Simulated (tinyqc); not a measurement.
Worked calculation: bound state in one dimension: Numerov shooting, finite differences, DVR. Computed by tinyqc, a small Python program that keeps every step. Settings: points = 48. Command: `OMP_NUM_THREADS=1 python tinyqc.py 30491 30492 out.jsonl` (the two numbers bound the seeds that draw the settings). One thread of a shared host (Intel(R) Xeon(R) Processor @ 2.60GHz), about 0.01 s of CPU time with the checks.

## Numerov steps at E = 0.1

One particle of mass 1 in V = 6.07 (1 - exp(-0.49 x))^2 (atomic units), psi = 0 at both ends:
```
parameter                 value
left end              -1.600000
right end                     7
intervals                    48
h                      0.179167
state sought (nodes)          3
```

k_i = 2 m (E - V_i); (1 + h^2 k_(i+1)/12) y_(i+1) = 2 (1 - 5 h^2 k_i/12) y_i - (1 + h^2 k_(i-1)/12) y_(i-1), from y_0 = 0, y_1 = 0.001.

Points along the way:
```
i           x         V           k         y
0   -1.600000  8.598842  -16.997685  0.000000
1   -1.420833  6.144667  -12.089334  0.001000
2   -1.241667  4.257736   -8.315472  0.002376
3   -1.062500  2.832245   -5.464491  0.004377
4   -0.883333  1.780643   -3.361286  0.007135
5   -0.704167  1.030590   -1.861180  0.010652
16   1.266667  1.297929   -2.395857  0.075387
17   1.445833  1.563966   -2.927932  0.094034
18   1.625000  1.829390   -3.458780  0.121655
19   1.804167  2.090751   -3.981502  0.163004
20   1.983333  2.345452   -4.490904  0.225550
21   2.162500  2.591588   -4.983175  0.321211
```

## Bisection on the node count

With more sign changes than the state has nodes (the last point included) the energy is too high, else too low; the bracket starts as 0.1 to 10.

Trials:
```
trial           E  sign changes  y at the right end   next
1      5.05000000             4            2.81e-02  lower
2      2.57500000             2            4.83e+01  raise
3      3.81250000             3           -1.03e+00  raise
4      4.43125000             3           -7.62e-02  raise
5      4.74062500             4            5.24e-02  lower
6      4.58593750             4            2.06e-02  lower
7      4.50859375             3           -1.80e-02  raise
8      4.54726562             4            3.57e-03  lower
9      4.52792969             3           -6.60e-03  raise
10     4.53759766             3           -1.37e-03  raise
11     4.54243164             4            1.13e-03  lower
12     4.54001465             3           -1.09e-04  raise
13     4.54122314             4            5.15e-04  lower
14     4.54061890             4            2.04e-04  lower
...           ...           ...                 ...    ...
28     4.54022453             4            1.39e-08  lower
29     4.54022452             4            4.37e-09  lower
30     4.54022451             3           -4.02e-10  raise
```

eigenvalue = 4.54022451 hartree

## The same grid by other methods

Three-point finite differences and the sine-DVR kinetic matrix of Colbert and Miller on the same points.

Lowest levels (hartree):
```
state  finite differences       DVR
0                0.824852  0.827357
1                2.294623  2.304595
2                3.525107  3.544495
3                4.514668  4.540556
4                5.273451  5.301850
5                5.927661  5.967182
```
